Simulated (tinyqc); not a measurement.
Which input was changed? Model: electroplating on a thin resistive seed layer: kinetics, Wagner number and the terminal effect across a wafer. Computed by tinyqc, a small Python program. Command: `OMP_NUM_THREADS=1 python tinyqc.py 3120062 3120063 out.jsonl terminal which`. One thread of a shared host (Intel(R) Xeon(R) Processor @ 2.30GHz), about 0.1 s of CPU time with the checks.

Current enters the seed at the rim. The bath is treated as a local resistance per area (no lateral flow in the liquid), two electrons per ion, molar volume 7.11 cm^3/mol, Faraday constant F = e N_A, kinematic viscosity 0.01 cm^2/s, omega = 2 pi x rpm/60; k_B T/e is in volts.

Inputs (values chosen for the exercise, of the order of those for copper plating from an acid sulfate bath):

| quantity | value | unit |
|---|---|---|
| wafer radius R | 7.5 | cm |
| seed thickness t | 130 | nm |
| seed resistivity | 3 | microohm cm |
| bath conductivity kappa | 0.11 | S/cm |
| gap to the anode h | 1.5 | cm |
| extra resistance of a porous plate | 0 | ohm cm^2 |
| exchange current density i_0 | 0.31 | mA/cm^2 |
| cathodic transfer coefficient alpha | 0.78 | - |
| mean current density | 25 | mA/cm^2 |
| diffusivity of the metal ion | 5.3e-06 | cm^2/s |
| metal ion concentration | 0.36 | mol/L |
| rotation rate | 200 | rpm |
| temperature T | 298 | K |

Constants: e = 1.602176634e-19 C; N_A = 6.02214076e+23 1/mol; k_B = 8.617333262e-05 eV/K.

Method:
- Growth rate = i V_m/(2 F). Levich limit i_L = 0.62 x 2 F D^(2/3) omega^(1/2) nu^(-1/6) c. Tafel overpotential eta = (k_B T/(alpha e)) ln(i/i_0); kinetic resistance k_B T/(alpha e i); bath resistance h/kappa + plate; R_s = resistivity/t; Wagner number = kinetic resistance x kappa/R.
- Linearised: with R_t = kinetic + bath resistance the current density obeys (1/r)(r i')' = i R_s/R_t, so i = A I_0(r/l), l = sqrt(R_t/R_s); with x = R/l, edge/centre = I_0(x) and edge/mean = x I_0(x)/(2 I_1(x)).
- Voltage drop in the seed for a uniform current: i R_s R^2/4.

Problem. One of these inputs alone was changed, within the range given: wafer radius R (3.75 to 15); bath conductivity kappa (0.055 to 0.22); gap to the anode h (0.75 to 3); mean current density (12.5 to 50). Which one, and to what value?

Results:

| run | Wagner number | length l (cm) | edge over centre, linear |
|---|---|---|---|
| before | 0.01931461 | 8.049689 | 1.229085 |
| after | 0.01454413 | 7.961661 | 1.234459 |

Solution.

Each candidate set to reproduce Wagner number, and what it then gives:

| candidate | range searched | value needed | length l (cm) | edge over centre, linear |
|---|---|---|---|---|
| wafer radius R (cm) | 3.75 to 15 | 9.960 | 8.0497 | 1.4210 |
| bath conductivity kappa (S/cm) | 0.055 to 0.22 | 0.08283 | 9.1749 | 1.1742 |
| gap to the anode h (cm) | 0.75 to 3 | no effect | - | - |
| mean current density (mA/cm^2) | 12.5 to 50 | 33.20 | 7.9617 | 1.2345 |

Only mean current density fits every result: it went from 25 to 33.2 mA/cm^2. The next best candidate, wafer radius R, misses one result by 15 %.
